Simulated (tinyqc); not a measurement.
From Debye to Thomas-Fermi: static screening by free carriers.

kF = (3 pi^2 n/Mv)^(1/3), EF = c kF^2/m with c = hbar^2/2m0, n in 1/angstrom^3 (1e-24 per 1/cm^3), e2 = e^2/(4 pi eps0). Thomas-Fermi: qTF^2 = 6 pi e2 n/(eps EF). Debye: qD^2 = 4 pi e2 n/(eps kB T).

F_j(eta) = (1/Gamma(j + 1)) integral_0^infinity x^j dx/(1 + exp(x - eta)), which tends to exp(eta) for eta << 0.

At finite T: qs^2 = qD^2 F_-1/2(eta)/F_1/2(eta), where n = Mv N F_1/2(eta) and N = 2 (m kB T/(4 pi c))^(3/2) with c = hbar^2/2m0, in 1/angstrom^3; times 1e24 for 1/cm^3.

Constants: hbar^2/2m0 = 3.80998211 eV angstrom^2; e^2/(4 pi eps0) = 14.39964547 eV angstrom; kB = 8.617333262e-05 eV/K.

Inputs chosen for the exercise (near those of InP; not measured data):
```
symbol  value   unit  meaning
m       0.0799  m0    mass of one isotropic valley
Mv      1             valleys
eps     12.5          background dielectric constant
T       200     K
```

Screening lengths (angstrom):
```
n (1/cm^3)    eta  Debye  Thomas-Fermi  finite T
9.0e+14     -5.84   1150         147.5      1151
6.0e+15     -3.93  445.5         107.5     447.0
3.0e+16     -2.30  199.2         82.24     202.6
1.0e+17     -1.01  109.1         67.29     115.1
5.0e+17      1.04  48.80         51.46     60.73
2.0e+18      3.99  24.40         40.84     42.06
6.0e+18      8.65  14.09         34.01     34.20
2.0e+19     19.47  7.715         27.83     27.86
```

Debye is within 5 % of the finite-T length up to 3e+16 1/cm^3 of the densities listed and Thomas-Fermi from 2e+18 on. The length goes as n^-0.50 at the low end and n^-0.17 at the high end, against the limits -1/2 and -1/6. Both limits give too short a length.

Run: tinyqc, `OMP_NUM_THREADS=1 python tinyqc.py 1651809 1651810 out.jsonl`; Intel(R) Xeon(R) Processor @ 2.30GHz, one thread, shared host; about 0.01 s of CPU time with all checks.
